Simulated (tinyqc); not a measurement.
Worked calculation (part 1 of 2): CIS and TDHF on RHF in the sto-6g basis, for BeH2, spin multiplicity 1. Computed by tinyqc, a small Python program that keeps every step (integrals from PySCF). Settings: charge = 0, multiplicity = 1, basis = sto-6g, method = RHF, energy threshold = 1e-10, iteration cap = 87, orthogonalisation = symmetric, start = Wolfsberg-Helmholz matrix, DIIS depth = 6, TDHF = 1. Command: `OMP_NUM_THREADS=1 python tinyqc.py 29146 29147 out.jsonl` (the two numbers bound the seeds that draw the settings). One thread of a shared host (Intel(R) Xeon(R) Processor @ 2.60GHz), about 0.1 s of CPU time with the checks. The early iterations of the SCF are left out here.

## One-electron integrals

Geometry (angstrom):
```
atom       x        y       z
Be    0.0000   0.0000  0.0000
H     0.0000   1.5440  0.1220
H     0.0000  -1.5180  0.1200
```

Basis sto-6g: exponents (1/bohr^2) and contraction coefficients of normalised primitives:
```
element  l (shell)  exponent  coefficient
Be           s (1)  312.8705       0.0092
Be           s (1)   57.3645       0.0494
Be           s (1)   16.0485       0.1685
Be           s (1)    5.5131       0.3706
Be           s (1)    2.1409       0.4165
Be           s (1)    0.8817       0.1303
Be           s (2)   13.6332      -0.0133
Be           s (2)    2.6984      -0.0470
Be           s (2)    0.8387      -0.0338
Be           s (2)    0.3227       0.2502
Be           s (2)    0.1401       0.5951
Be           s (2)    0.0642       0.2407
Be           p (3)   13.6332       0.0038
Be           p (3)    2.6984       0.0377
Be           p (3)    0.8387       0.1739
Be           p (3)    0.3227       0.4180
Be           p (3)    0.1401       0.4259
Be           p (3)    0.0642       0.1017
H            s (1)   35.5232       0.0092
H            s (1)    6.5131       0.0494
H            s (1)    1.8221       0.1685
H            s (1)    0.6260       0.3706
H            s (1)    0.2431       0.4165
H            s (1)    0.1001       0.1303
```

Overlap, kinetic and nuclear-attraction integrals over the contracted functions; the nuclear repulsion is the sum of Za Zb / Rab.

nuclear repulsion = 2.929556 hartree

overlap S, order 1Be 1s, 1Be 2s, 1Be 2px, 1Be 2py, 1Be 2pz, 2H 1s, 3H 1s:
```
[[1.0000, 0.2548, 0.0000, 0.0000, 0.0000, 0.0453, 0.0480],
 [0.2548, 1.0000, 0.0000, 0.0000, 0.0000, 0.3796, 0.3894],
 [0.0000, 0.0000, 1.0000, 0.0000, 0.0000, 0.0000, 0.0000],
 [0.0000, 0.0000, 0.0000, 1.0000, 0.0000, 0.4590, -0.4676],
 [0.0000, 0.0000, 0.0000, 0.0000, 1.0000, 0.0363, 0.0370],
 [0.0453, 0.3796, 0.0000, 0.4590, 0.0363, 1.0000, 0.0194],
 [0.0480, 0.3894, 0.0000, -0.4676, 0.0370, 0.0194, 1.0000]]
```

kinetic energy T (hartree), order 1Be 1s, 1Be 2s, 1Be 2px, 1Be 2py, 1Be 2pz, 2H 1s, 3H 1s:
```
[[6.7688, -0.2074, 0.0000, 0.0000, 0.0000, -0.0126, -0.0129],
 [-0.2074, 0.2201, 0.0000, 0.0000, 0.0000, 0.0410, 0.0441],
 [0.0000, 0.0000, 0.6613, 0.0000, 0.0000, 0.0000, 0.0000],
 [0.0000, 0.0000, 0.0000, 0.6613, 0.0000, 0.1306, -0.1376],
 [0.0000, 0.0000, 0.0000, 0.0000, 0.6613, 0.0103, 0.0109],
 [-0.0126, 0.0410, 0.0000, 0.1306, 0.0103, 0.7685, -0.0052],
 [-0.0129, 0.0441, 0.0000, -0.1376, 0.0109, -0.0052, 0.7685]]
```

nuclear attraction V (hartree), order 1Be 1s, 1Be 2s, 1Be 2px, 1Be 2py, 1Be 2pz, 2H 1s, 3H 1s:
```
[[-15.4040, -1.8263, 0.0000, 0.0005, -0.0023, -0.3524, -0.3742],
 [-1.8263, -2.9636, 0.0000, 0.0028, -0.0198, -1.0377, -1.0731],
 [0.0000, 0.0000, -2.9004, 0.0000, 0.0000, 0.0000, 0.0000],
 [0.0005, 0.0028, 0.0000, -3.0884, 0.0002, -1.2285, 1.2625],
 [-0.0023, -0.0198, 0.0000, 0.0002, -2.9016, -0.0988, -0.1016],
 [-0.3524, -1.0377, 0.0000, -1.2285, -0.0988, -2.7746, -0.0599],
 [-0.3742, -1.0731, 0.0000, 1.2625, -0.1016, -0.0599, -2.7974]]
```

core Hamiltonian H = T + V (hartree), order 1Be 1s, 1Be 2s, 1Be 2px, 1Be 2py, 1Be 2pz, 2H 1s, 3H 1s:
```
[[-8.6352, -2.0337, 0.0000, 0.0005, -0.0023, -0.3650, -0.3871],
 [-2.0337, -2.7434, 0.0000, 0.0028, -0.0198, -0.9967, -1.0290],
 [0.0000, 0.0000, -2.2392, 0.0000, 0.0000, 0.0000, 0.0000],
 [0.0005, 0.0028, 0.0000, -2.4271, 0.0002, -1.0979, 1.1249],
 [-0.0023, -0.0198, 0.0000, 0.0002, -2.2403, -0.0885, -0.0907],
 [-0.3650, -0.9967, 0.0000, -1.0979, -0.0885, -2.0061, -0.0651],
 [-0.3871, -1.0290, 0.0000, 1.1249, -0.0907, -0.0651, -2.0289]]
```

## Two-electron integrals

Functions are numbered as in S; the eight-fold symmetry (ij|kl) = (ji|kl) = (kl|ij) leaves the list below.

Two-electron integrals (ij|kl) in chemists' order, unique and non-zero (hartree):
```
(11|11) 2.3000      (21|11) 0.3619      (21|21) 0.0719      (22|11) 0.5703
(22|21) 0.1397      (22|22) 0.4178      (31|31) 0.0153      (32|31) 0.0226
(32|32) 0.0923      (33|11) 0.5703      (33|21) 0.1397      (33|22) 0.4178
(33|33) 0.4501      (41|41) 0.0153      (42|41) 0.0226      (42|42) 0.0923
(43|43) 0.0243      (44|11) 0.5703      (44|21) 0.1397      (44|22) 0.4178
(44|33) 0.4016      (44|44) 0.4501      (51|51) 0.0153      (52|51) 0.0226
(52|52) 0.0923      (53|53) 0.0243      (54|54) 0.0243      (55|11) 0.5703
(55|21) 0.1397      (55|22) 0.4178      (55|33) 0.4016      (55|44) 0.4016
(55|55) 0.4501      (61|11) 0.0658      (61|21) 0.0127      (61|22) 0.0247
(61|33) 0.0244      (61|41) 0.0013      (61|42) 0.0025      (61|44) 0.0251
(61|51) 9.94e-05    (61|52) 1.94e-04    (61|54) 4.80e-05    (61|55) 0.0245
(61|61) 0.0024      (62|11) 0.1715      (62|21) 0.0427      (62|22) 0.1408
(62|33) 0.1353      (62|41) 0.0059      (62|42) 0.0359      (62|44) 0.1516
(62|51) 4.67e-04    (62|52) 0.0028      (62|54) 0.0013      (62|55) 0.1354
(62|61) 0.0084      (62|62) 0.0730      (63|31) 0.0039      (63|32) 0.0184
(63|43) 0.0061      (63|53) 4.81e-04    (63|63) 0.0063      (64|11) 0.1885
(64|21) 0.0475      (64|22) 0.1634      (64|33) 0.1538      (64|41) 0.0095
(64|42) 0.0558      (64|44) 0.1825      (64|51) 4.40e-04    (64|52) 0.0030
(64|54) 0.0018      (64|55) 0.1539      (64|61) 0.0098      (64|62) 0.0961
(64|64) 0.1302      (65|11) 0.0149      (65|21) 0.0038      (65|22) 0.0129
(65|33) 0.0122      (65|41) 4.40e-04    (65|42) 0.0030      (65|44) 0.0135
(65|51) 0.0040      (65|52) 0.0186      (65|54) 0.0062      (65|55) 0.0131
(65|61) 0.0008      (65|62) 0.0076      (65|64) 0.0098      (65|65) 0.0071
(66|11) 0.3403      (66|21) 0.0865      (66|22) 0.3188      (66|33) 0.2961
(66|41) 0.0135      (66|42) 0.1072      (66|44) 0.3638      (66|51) 0.0011
(66|52) 0.0085      (66|54) 0.0053      (66|55) 0.2966      (66|61) 0.0175
(66|62) 0.2138      (66|64) 0.2979      (66|65) 0.0235      (66|66) 0.7750
(71|11) 0.0699      (71|21) 0.0135      (71|22) 0.0261      (71|33) 0.0259
(71|41) -0.0013     (71|42) -0.0026     (71|44) 0.0266      (71|51) 1.05e-04
(71|52) 2.06e-04    (71|54) -5.09e-05   (71|55) 0.0259      (71|61) 0.0023
(71|62) 0.0074      (71|64) 0.0079      (71|65) 0.0007      (71|66) 0.0147
(71|71) 0.0027      (72|11) 0.1777      (72|21) 0.0443      (72|22) 0.1453
(72|33) 0.1397      (72|41) -0.0061     (72|42) -0.0369     (72|44) 0.1564
(72|51) 4.85e-04    (72|52) 0.0029      (72|54) -0.0013     (72|55) 0.1398
(72|61) 0.0072      (72|62) 0.0378      (72|64) 0.0404      (72|65) 0.0039
(72|66) 0.0812      (72|71) 0.0092      (72|72) 0.0770      (73|31) 0.0041
(73|32) 0.0191      (73|43) -0.0063     (73|53) 4.98e-04    (73|63) 0.0026
(73|73) 0.0068      (74|11) -0.1939     (74|21) -0.0489     (74|22) -0.1676
(74|33) -0.1578     (74|41) 0.0099      (74|42) 0.0574      (74|44) -0.1872
(74|51) -4.54e-04   (74|52) -0.0030     (74|54) 0.0018      (74|55) -0.1579
(74|61) -0.0076     (74|62) -0.0400     (74|64) -0.0413     (74|65) -0.0040
(74|66) -0.0850     (74|71) -0.0106     (74|72) -0.1009     (74|74) 0.1360
(75|11) 0.0153      (75|21) 0.0039      (75|22) 0.0132      (75|33) 0.0125
(75|41) -4.54e-04   (75|42) -0.0030     (75|44) 0.0138      (75|51) 0.0042
(75|52) 0.0194      (75|54) -0.0064     (75|55) 0.0135      (75|61) 0.0007
(75|62) 0.0039      (75|64) 0.0041      (75|65) 0.0030      (75|66) 0.0084
(75|71) 0.0008      (75|72) 0.0080      (75|74) -0.0102     (75|75) 0.0076
(76|11) 0.0109      (76|21) 0.0026      (76|22) 0.0080      (76|33) 0.0078
(76|41) 2.33e-06    (76|42) 1.78e-05    (76|44) 0.0083      (76|51) 5.56e-05
(76|52) 2.77e-04    (76|54) 9.25e-07    (76|55) 0.0078      (76|61) 4.70e-04
(76|62) 0.0029      (76|64) 0.0034      (76|65) 3.23e-04    (76|66) 0.0070
(76|71) 4.98e-04    (76|72) 0.0029      (76|74) -0.0035     (76|75) 3.29e-04
(76|76) 1.57e-04    (77|11) 0.3460      (77|21) 0.0879      (77|22) 0.3228
(77|33) 0.2997      (77|41) -0.0139     (77|42) -0.1089     (77|44) 0.3685
(77|51) 0.0011      (77|52) 0.0086      (77|54) -0.0054     (77|55) 0.3001
(77|61) 0.0141      (77|62) 0.0794      (77|64) 0.0839      (77|65) 0.0083
(77|66) 0.1728      (77|71) 0.0189      (77|72) 0.2202      (77|74) -0.3054
(77|75) 0.0241      (77|76) 0.0070      (77|77) 0.7750
```

## Orthogonalisation

S = U s U^T; symmetric (Loewdin) form X = U s^(-1/2) U^T, so that X^T S X = 1.

eigenvalues of S: [0.3347, 0.4292, 0.9445, 1.0000, 1.0086, 1.6337, 1.6492]

X, order 1Be 1s, 1Be 2s, 1Be 2px, 1Be 2py, 1Be 2pz, 2H 1s, 3H 1s:
```
[[1.0273, -0.1474, 0.0000, 0.0002, -0.0013, 0.0192, 0.0190],
 [-0.1474, 1.1730, 0.0000, -0.0058, 0.0137, -0.2349, -0.2458],
 [0.0000, 0.0000, 1.0000, 0.0000, 0.0000, 0.0000, 0.0000],
 [0.0002, -0.0058, 0.0000, 1.2466, -0.0005, -0.3303, 0.3401],
 [-0.0013, 0.0137, 0.0000, -0.0005, 1.0013, -0.0220, -0.0229],
 [0.0192, -0.2349, 0.0000, -0.3303, -0.0220, 1.1905, -0.0645],
 [0.0190, -0.2458, 0.0000, 0.3401, -0.0229, -0.0645, 1.2019]]
```

## Iteration 7 (converged): orbitals

converged F (hartree), order 1Be 1s, 1Be 2s, 1Be 2px, 1Be 2py, 1Be 2pz, 2H 1s, 3H 1s:
```
[[-4.5995, -1.2497, 0.0000, 0.0001, 0.0017, -0.2266, -0.2401],
 [-1.2497, -0.5691, 0.0000, 0.0034, -0.0139, -0.3424, -0.3508],
 [0.0000, 0.0000, 0.2102, 0.0000, 0.0000, 0.0000, 0.0000],
 [0.0001, 0.0034, 0.0000, -0.1597, 0.0004, -0.3043, 0.3084],
 [0.0017, -0.0139, 0.0000, 0.0004, 0.2088, -0.0188, -0.0191],
 [-0.2266, -0.3424, 0.0000, -0.3043, -0.0188, -0.2422, -0.0201],
 [-0.2401, -0.3508, 0.0000, 0.3084, -0.0191, -0.0201, -0.2505]]
```

Diagonalise F' = X^T F X, C = X C', fill 3 alpha and 3 beta electrons from the bottom; D = 2 C_occ C_occ^T. Each column has its largest component positive (the first on a tie).

F' = X^T F X (hartree):
```
[[-4.5026, -0.6591, 0.0000, -0.0005, 0.0010, -0.0122, -0.0169],
 [-0.6591, -0.1239, 0.0000, -0.0029, 0.0058, -0.2815, -0.2898],
 [0.0000, 0.0000, 0.2102, 0.0000, 0.0000, 0.0000, 0.0000],
 [-0.0005, -0.0029, 0.0000, 0.2130, -0.0002, -0.3844, 0.3916],
 [0.0010, 0.0058, 0.0000, -0.0002, 0.2107, -0.0230, -0.0237],
 [-0.0122, -0.2815, 0.0000, -0.3844, -0.0230, 0.0446, -0.0755],
 [-0.0169, -0.2898, 0.0000, 0.3916, -0.0237, -0.0755, 0.0494]]
```

orbital energies (hartree): [-4.6011, -0.4244, -0.3826, 0.2067, 0.2102, 0.3740, 0.7185]

coefficients C, order 1Be 1s, 1Be 2s, 1Be 2px, 1Be 2py, 1Be 2pz, 2H 1s, 3H 1s:
```
[[0.9947, -0.2025, -0.0119, 0.0410, 0.0000, -0.2132, 0.0044],
 [0.0209, 0.5926, 0.0385, -0.1825, 0.0000, 1.0611, -0.0339],
 [0.0000, 0.0000, 0.0000, 0.0000, 1.0000, 0.0000, 0.0000],
 [-0.0001, -0.0300, 0.4948, -0.0010, 0.0000, 0.0193, 1.2381],
 [-0.0001, 0.0179, 0.0010, 0.9821, 0.0000, 0.1973, -0.0036],
 [-0.0025, 0.3690, 0.4534, 0.0883, 0.0000, -0.7432, -0.8274],
 [-0.0025, 0.4211, -0.4024, 0.0868, 0.0000, -0.7184, 0.8734]]
```

D after iteration 7, order 1Be 1s, 1Be 2s, 1Be 2px, 1Be 2py, 1Be 2pz, 2H 1s, 3H 1s:
```
[[2.0613, -0.1994, 0.0000, 0.0003, -0.0075, -0.1652, -0.1660],
 [-0.1994, 0.7063, 0.0000, 0.0025, 0.0212, 0.4722, 0.4680],
 [0.0000, 0.0000, 0.0000, 0.0000, 0.0000, 0.0000, 0.0000],
 [0.0003, 0.0025, 0.0000, 0.4916, -0.0001, 0.4265, -0.4236],
 [-0.0075, 0.0212, 0.0000, -0.0001, 0.0006, 0.0141, 0.0143],
 [-0.1652, 0.4722, 0.0000, 0.4265, 0.0141, 0.6835, -0.0540],
 [-0.1660, 0.4680, 0.0000, -0.4236, 0.0143, -0.0540, 0.6786]]
```

## Convergence

Stop when the energy changes by less than 1e-10 hartree and every element of the error matrix X^T (F D S - S D F) X is below 3e-06.

Course of the cycle:
```
iteration  E (hartree)     change  largest element of the error matrix
1           -15.651586          -                             1.58e-01
2           -15.684079  -3.25e-02                             1.84e-02
3           -15.684825  -7.45e-04                             2.74e-03
4           -15.684859  -3.45e-05                             3.33e-04
5           -15.684859  -3.77e-07                             5.26e-05
6           -15.684859  -9.14e-09                             2.27e-06
7           -15.684859  -1.76e-11                             7.11e-07
```

PySCF RHF in the same basis = -15.684859 hartree

Converged in 7 iterations.

## Integrals over molecular orbitals

(pq|rs) = sum C_ip C_jq C_kr C_ls (ij|kl), one index at a time.

one-electron integrals over orbitals h = C^T H C (hartree):
```
[[-8.6264, 0.2092, 0.0125, -0.0449, 0.0000, 0.2075, -0.0039],
 [0.2092, -2.3219, 0.0036, 0.0218, 0.0000, -0.2429, 0.0215],
 [0.0125, 0.0036, -2.2581, 0.0024, 0.0000, -0.0253, -0.3080],
 [-0.0449, 0.0218, 0.0024, -2.2328, 0.0000, -0.0440, 0.0005],
 [0.0000, 0.0000, 0.0000, 0.0000, -2.2392, 0.0000, 0.0000],
 [0.2075, -0.2429, -0.0253, -0.0440, 0.0000, -1.9236, -0.0010],
 [-0.0039, 0.0215, -0.3080, 0.0005, 0.0000, -0.0010, -1.8635]]
```

Two-electron integrals over orbitals (pq|rs), unique and non-zero (hartree):
```
(11|11) 2.2810      (21|11) -0.1881     (21|21) 0.0244      (22|11) 0.4624
(22|21) -0.0056     (22|22) 0.3805      (31|11) -0.0111     (31|21) 0.0011
(31|22) -0.0018     (31|31) 0.0053      (32|11) 0.0006      (32|21) -0.0009
(32|22) -0.0213     (32|31) 0.0111      (32|32) 0.1579      (33|11) 0.4247
(33|21) -0.0022     (33|22) 0.3873      (33|31) 0.0012      (33|32) 0.0176
(33|33) 0.4148      (41|11) 0.0382      (41|21) -0.0047     (41|22) 0.0026
(41|31) -2.90e-04   (41|32) 3.08e-05    (41|33) 0.0014      (41|41) 0.0165
(42|11) -0.0196     (42|21) 0.0014      (42|22) 0.0074      (42|31) 7.47e-05
(42|32) -0.0008     (42|33) 0.0087      (42|41) 0.0140      (42|42) 0.0472
(43|11) -0.0016     (43|21) 9.85e-05    (43|22) -0.0012     (43|31) -1.48e-04
(43|32) 0.0122      (43|33) 0.0021      (43|41) 0.0008      (43|42) 0.0020
(43|43) 0.0143      (44|11) 0.5677      (44|21) -0.0070     (44|22) 0.3535
(44|31) -3.97e-04   (44|32) 6.03e-05    (44|33) 0.3376      (44|41) -0.0047
(44|42) -0.0246     (44|43) -0.0018     (44|44) 0.4523      (51|51) 0.0160
(52|51) 0.0147      (52|52) 0.0469      (53|51) 0.0009      (53|52) 0.0020
(53|53) 0.0128      (54|51) -0.0030     (54|52) -0.0081     (54|53) -0.0005
(54|54) 0.0253      (55|11) 0.5701      (55|21) -0.0069     (55|22) 0.3548
(55|31) -3.92e-04   (55|32) 5.55e-05    (55|33) 0.3377      (55|41) 0.0012
(55|42) -0.0092     (55|43) -0.0008     (55|44) 0.4006      (55|55) 0.4501
(61|11) -0.1970     (61|21) 0.0262      (61|22) -0.0060     (61|31) 0.0017
(61|32) 2.11e-04    (61|33) -0.0027     (61|41) -0.0025     (61|42) 0.0036
(61|43) 2.14e-04    (61|44) -0.0065     (61|55) -0.0053     (61|61) 0.0288
(62|11) 0.1373      (62|21) -0.0063     (62|22) -0.0160     (62|31) -1.76e-04
(62|32) 0.0062      (62|33) -0.0399     (62|41) 0.0035      (62|42) -0.0043
(62|43) -1.39e-05   (62|44) 0.0611      (62|55) 0.0654      (62|61) -0.0051
(62|62) 0.0822      (63|11) 0.0127      (63|21) -4.12e-04   (63|22) 0.0108
(63|31) -0.0006     (63|32) -0.0903     (63|33) -0.0137     (63|41) 2.22e-04
(63|42) -5.72e-05   (63|43) -0.0104     (63|44) 0.0060      (63|55) 0.0063
(63|61) -3.94e-04   (63|62) 0.0030      (63|63) 0.0849      (64|11) 0.0157
(64|21) 4.59e-04    (64|22) 0.0017      (64|31) -2.20e-05   (64|32) -3.75e-04
(64|33) -0.0040     (64|41) 0.0148      (64|42) 0.0410      (64|43) 0.0027
(64|44) -0.0027     (64|55) 0.0068      (64|61) 0.0031      (64|62) 0.0196
(64|63) 0.0019      (64|64) 0.0462      (65|51) 0.0160      (65|52) 0.0459
(65|53) 0.0031      (65|54) -0.0052     (65|65) 0.0493      (66|11) 0.4754
(66|21) -0.0071     (66|22) 0.3804      (66|31) -5.29e-05   (66|32) 0.0044
(66|33) 0.3909      (66|41) 0.0074      (66|42) 0.0213      (66|43) 0.0018
(66|44) 0.3525      (66|55) 0.3576      (66|61) -0.0061     (66|62) -0.0214
(66|63) -0.0048     (66|64) 0.0135      (66|66) 0.4029      (71|11) 0.0042
(71|21) -0.0012     (71|22) -0.0022     (71|31) 0.0098      (71|32) 0.0176
(71|33) 0.0022      (71|41) 4.85e-05    (71|42) -4.37e-05   (71|43) -0.0005
(71|44) 1.04e-04    (71|55) 7.82e-05    (71|61) -2.58e-04   (71|62) 3.41e-04
(71|63) 1.54e-04    (71|64) -1.36e-04   (71|66) 0.0007      (71|71) 0.0189
(72|11) -0.0114     (72|21) 1.11e-04    (72|22) 0.0059      (72|31) 0.0044
(72|32) -0.0408     (72|33) -0.0026     (72|41) -5.77e-05   (72|42) 0.0016
(72|43) -0.0102     (72|44) -0.0050     (72|55) -0.0051     (72|61) 4.91e-04
(72|62) -0.0090     (72|63) 0.0615      (72|64) -0.0007     (72|66) 1.38e-04
(72|71) 0.0081      (72|72) 0.0583      (73|11) 0.1489      (73|21) -0.0040
(73|22) -0.0011     (73|31) 1.45e-04    (73|32) 0.0006      (73|33) -0.0184
(73|41) -2.08e-05   (73|42) -0.0142     (73|43) -0.0015     (73|44) 0.0680
(73|55) 0.0688      (73|61) -0.0035     (73|62) 0.0767      (73|63) 0.0089
(73|64) 0.0095      (73|66) -0.0191     (73|71) 0.0007      (73|72) -0.0044
(73|73) 0.0867      (74|11) -1.70e-04   (74|21) 1.27e-04    (74|22) 0.0029
(74|31) -0.0021     (74|32) -0.0234     (74|33) -0.0029     (74|41) -3.48e-04
(74|42) -0.0017     (74|43) 0.0114      (74|44) 2.37e-04    (74|55) -8.51e-06
(74|61) -1.45e-04   (74|62) -0.0011     (74|63) 0.0145      (74|64) -0.0006
(74|66) -0.0011     (74|71) -0.0036     (74|72) 0.0044      (74|73) -1.80e-04
(74|74) 0.0206      (75|51) -3.76e-04   (75|52) -0.0019     (75|53) 0.0132
(75|54) 1.39e-04    (75|65) -0.0008     (75|75) 0.0169      (76|11) 4.69e-04
(76|21) -0.0006     (76|22) -0.0173     (76|31) 0.0097      (76|32) 0.1371
(76|33) 0.0172      (76|41) -1.47e-04   (76|42) -0.0011     (76|43) 0.0134
(76|44) -7.85e-05   (76|55) -2.55e-04   (76|61) 3.36e-04    (76|62) 0.0046
(76|63) -0.0885     (76|64) -0.0009     (76|66) 0.0050      (76|71) 0.0158
(76|72) -0.0483     (76|73) -3.70e-04   (76|74) -0.0200     (76|76) 0.1326
(77|11) 0.5493      (77|21) -0.0071     (77|22) 0.4045      (77|31) -0.0008
(77|32) -0.0073     (77|33) 0.4192      (77|41) 0.0011      (77|42) 0.0017
(77|43) -0.0005     (77|44) 0.3800      (77|55) 0.3790      (77|61) -0.0075
(77|62) -0.0204     (77|63) 0.0033      (77|64) -0.0049     (77|66) 0.4130
(77|71) -4.05e-04   (77|72) 0.0032      (77|73) 0.0021      (77|74) 0.0009
(77|76) -0.0051     (77|77) 0.4576
```

## CIS matrix, singlets

A(ia,jb) = (e_a - e_i) d_ij d_ab + 2 (ia|jb) - (ij|ab).

CIS matrix A, singlet (hartree), order 1>4, 1>5, 1>6, 1>7, 2>4, 2>5, 2>6, 2>7, 3>4, 3>5, 3>6, 3>7:
```
[[4.2732, 0.0000, -0.0206, 0.0003, 0.0351, 0.0000, 0.0066, -0.0002, 0.0021, 0.0000, 0.0005, 0.0021],
 [0.0000, 4.2733, 0.0000, 0.0000, 0.0000, 0.0363, 0.0000, 0.0000, 0.0000, 0.0022, 0.0000, 0.0000],
 [-0.0206, 0.0000, 4.5572, -0.0010, 0.0067, 0.0000, -0.0032, 0.0016, 0.0005, 0.0000, -0.0007, -0.0168],
 [0.0003, 0.0000, -0.0010, 4.8080, -0.0002, 0.0000, 0.0013, 0.0234, 0.0011, 0.0000, -0.0094, 0.0022],
 [0.0351, 0.0000, 0.0067, -0.0002, 0.3721, 0.0000, -0.0103, 0.0003, 0.0039, 0.0000, 0.0003, -0.0051],
 [0.0000, 0.0363, 0.0000, 0.0000, 0.0000, 0.3736, 0.0000, 0.0000, 0.0000, 0.0039, 0.0000, 0.0000],
 [0.0066, 0.0000, -0.0032, 0.0013, -0.0103, 0.0000, 0.5824, -0.0006, 0.0003, 0.0000, 0.0016, 0.0164],
 [-0.0002, 0.0000, 0.0016, 0.0234, 0.0003, 0.0000, -0.0006, 0.8550, 0.0030, 0.0000, -0.0141, -0.0015],
 [0.0021, 0.0000, 0.0005, 0.0011, 0.0039, 0.0000, 0.0003, 0.0030, 0.2803, 0.0000, -0.0168, 0.0000],
 [0.0000, 0.0022, 0.0000, 0.0000, 0.0000, 0.0039, 0.0000, 0.0000, 0.0000, 0.2808, 0.0000, 0.0000],
 [0.0005, 0.0000, -0.0007, -0.0094, 0.0003, 0.0000, 0.0016, -0.0141, -0.0168, 0.0000, 0.5354, 0.0006],
 [0.0021, 0.0000, -0.0168, 0.0022, -0.0051, 0.0000, 0.0164, -0.0015, 0.0000, 0.0000, 0.0006, 0.8553]]
```
